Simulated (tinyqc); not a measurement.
p-i-n junction, non-linear Poisson equation by Newton steps: one step of the calculation.

One dimension, p side on the left, n side on the right; net doping C = -Na for x < 0, 0 for 0 < x < Li and +Nd beyond. The potential psi is counted from the intrinsic level, and the quasi-Fermi potentials are flat: 0 for holes and -V for electrons, so n = ni exp((psi + V)/Vt) and p = ni exp(-psi/Vt) (Boltzmann statistics, full ionisation, no current).

Problem. Densities, residual and Jacobian diagonal. n_i = ni exp((psi_i + V)/Vt), p_i = ni exp(-psi_i/Vt), rho_i = p_i - n_i + C_i, g_i = (n_i + p_i)/Vt. Box widths w_i = (h_(i-1) + h_i)/2 in cm. Residual F_i = a_i (psi_(i+1) - psi_i) - a_(i-1) (psi_i - psi_(i-1)) + q rho_i w_i; Jacobian: a_(i-1) and a_i beside the diagonal, b_i = -a_(i-1) - a_i - q g_i w_i on it. The two end nodes are fixed.

Parameters, values chosen for the exercise:
- T = 300 K (temperature)
- V = 0.43 V (bias of the p side against the n side)

Constants: q = 1.602176634e-19 C, kB = 1.380649e-23 J/K, Vt = kB T/q. Results are converted to the units shown.

```
node  x (nm)  psi after iteration 2 (V)  net doping C (cm^-3)
0       -312                -0.38615952                 -4e16
1       -194                -0.38601564                 -4e16
2       -112                -0.38317139                 -4e16
3      -54.1                -0.35860521                 -4e16
4        -14                -0.30092233                 -4e16
5         14                -0.01898389                     0
6       45.1                -0.00935953                     0
7       79.5                -0.00884444                     0
8        118                -0.00882347                     0
9        160                -0.00882255                     0
10       207                -0.00881334                     0
11       259                -0.00835487                     0
12       317                 0.02701572                6.2e17
```

coupling a_i, interval 0 to 11 (F/cm^2): 8.8541878e-8  1.2741392e-7  1.8044804e-7  2.6054717e-7  3.7314077e-7  3.3594668e-7  3.0371923e-7  2.7137511e-7  2.4876051e-7  2.2229663e-7  2.0092195e-7  1.8013692e-7
ni = 1.3027633e10 cm^-3

Give: n; p; residual F; diagonal b.

Solution.

```
node  n (cm^-3)  p (cm^-3)
0      7.102e10   4.000e16
1      7.141e10   3.978e16
2      7.972e10   3.563e16
3      2.062e11   1.378e16
4      1.920e12   1.480e15
5      1.046e17   2.715e10
6      1.518e17   1.871e10
7      1.549e17   1.834e10
8      1.550e17   1.833e10
9      1.550e17   1.833e10
10     1.551e17   1.832e10
11     1.578e17   1.800e10
12     6.200e17    4.582e9
```

```
node  residual F (1e-7 C/cm^2)  diagonal b (F/cm^2)
1                        0.000            -2.681e-6
2                       -0.008            -1.853e-6
3                       -0.100            -8.594e-7
4                        0.692            -6.650e-7
5                       -1.515            -2.625e-6
6                       -0.827            -3.721e-6
7                       -0.906            -4.074e-6
8                       -1.000            -4.386e-6
9                       -1.105            -4.746e-6
10                      -1.229            -5.180e-6
11                      -1.328            -5.761e-6
```

tinyqc, about 0.09 s, one thread, Intel Xeon 2.30GHz (shared host): `OMP_NUM_THREADS=1 python tinyqc.py 2000134 2000135 out.jsonl`
